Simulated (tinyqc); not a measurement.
Elastic strain and critical thickness of a cubic alloy layer A(1-x)B(x) on a thick substrate: one step, computed by the program tinyqc. Command: `OMP_NUM_THREADS=1 python tinyqc.py 3024453 3024454 out.jsonl misfit walk`. One thread of a shared host (Intel(R) Xeon(R) Processor @ 2.30GHz), about 0.01 s of CPU time with the checks.

Strain is positive in tension. The layer is coherent with the substrate unless said otherwise.

Problem. Alloy by Vegard's rule, and misfit. a = (1 - x) a_A + x a_B, the same rule for each C_ij; misfit f = (a_S - a)/a, the in-plane strain of the coherent layer.

Inputs (values chosen for the exercise, modelled on Ga(1-x)In(x)As on InP):
```
quantity,value,unit
fraction x of B,0.69,-
lattice constant a_A,5.653,angstrom
lattice constant a_B,6.058,angstrom
substrate lattice constant a_S,5.869,angstrom
```

C11, C12, C44 of A (GPa): [118.8, 53.6, 58.82]

C11, C12, C44 of B (GPa): [83.85, 45.76, 39.29]

Give: free lattice constant a; elastic constants; misfit f.

Solution.

free lattice constant a = 5.93245 angstrom

elastic constants (GPa): C11 94.6845, C12 48.1904, C44 45.3443

misfit f = -0.010695

The layer is compressed in the plane by 1.07 %.
